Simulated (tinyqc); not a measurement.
Weibull analysis of times to dielectric breakdown, with area scaling: two steps of the calculation.

Breakdown times follow F(t) = 1 - exp(-(t/t63)^beta). The 10 times below were drawn at random from beta = 2.5, t63 = 24 s and are treated as data; all samples failed.

Values chosen for this exercise:
- A1 = 1.1 um^2 (area of a test capacitor)
- A2 = 1.4e6 um^2 (gate area of the product)
- Fp = 1e-5 (allowed share of failed products)
- beta = 2.5 (Weibull slope)

Task 1. Likelihood estimate of beta. Maximum likelihood: a(beta) = 1/beta with a = sum t^beta ln t/sum t^beta - mean ln t. Newton step: beta(new) = beta - [a - 1/beta]/[v + 1/beta^2], v the variance of ln t under the weights t^beta.

t, i 1 to 10 (s): 11  11.4  11.9  12.8  13.8  18.9  21.7  31.5  31.8  35.2
beta after iteration 1 = 2.3938675

Wanted: beta after iteration 2.

Result 1.

beta after iteration 2 = 2.4090

Task 2. Scale parameter and projection to the product. t63 = (mean of t^beta)^(1/beta). Defects are spread at random, so -ln(1 - F) is proportional to the area: t63(A2) = t63 (A1/A2)^(1/beta), and the time to the share Fp is t63(A2) (-ln(1 - Fp))^(1/beta).

t, i 1 to 10 (s): 11  11.4  11.9  12.8  13.8  18.9  21.7  31.5  31.8  35.2
converged beta = 2.4090581

Find: t63; t63 of the product; time to Fp; decades lost against t63.

Result 2.

t63 = 22.70 s
t63 of the product = 0.06637 s
time to Fp = 5.578e-4 s
decades lost against t63 = 4.610

The straight-line values give 1.85e-4 s for the time to Fp and the values that made the data 8.68e-4 s: with 10 samples beta is uncertain by about 0.78/sqrt(n) = 25 %, and the projection hangs on 1/beta.

Computed by the program tinyqc: `OMP_NUM_THREADS=1 python tinyqc.py 2070013 2070014 out.jsonl`, one thread of a shared Intel Xeon 2.30GHz, about 0.01 s for the whole run.
